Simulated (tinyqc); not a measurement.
Self-heating of a transistor with one or more fingers, with temperature-dependent conductivity: one step, computed by the program tinyqc. Command: `OMP_NUM_THREADS=1 python tinyqc.py 3016381 3016382 out.jsonl selfheat walk`. One thread of a shared host (Intel(R) Xeon(R) Processor @ 2.30GHz), about 0.05 s of CPU time with the checks.

N long parallel fingers lie on the top face of a slab whose bottom is held at T_0; the top is otherwise insulated, and heat flows in two dimensions. P in W/mm is 1000 P in W/m.

Problem. Extra rise from ballistic phonons. Near a source smaller than the free path, Fourier's law overstates the flow. Rough estimate: a strip that emits phonons into a half space adds a resistance times area of 4 Lambda/(3 kappa_0), from the ballistic flux C v Delta T/4 with kappa_0 = C v Lambda/3, so Delta T_b = 4 Lambda P/(3 kappa_0 w); Knudsen number Lambda/w.

Inputs (values chosen for the exercise, modelled on gallium oxide):
```
quantity                                      value        unit
conductivity at the base temperature kappa_0   22.2     W/(m K)
power per gate width P                          0.1        W/mm
width of the heat source w                     0.12  micrometre
phonon free path Lambda                          18          nm
```

Power: power rises with temperature.

largest theta = 14.21341 K

Give: Knudsen number; ballistic rise Delta T_b; Delta T_b / largest theta.

Solution.

Knudsen number = 0.15

ballistic rise Delta T_b = 0.9009 K

Delta T_b / largest theta = 0.06338

By this estimate the ballistic term is at most a fifth of the Fourier rise.
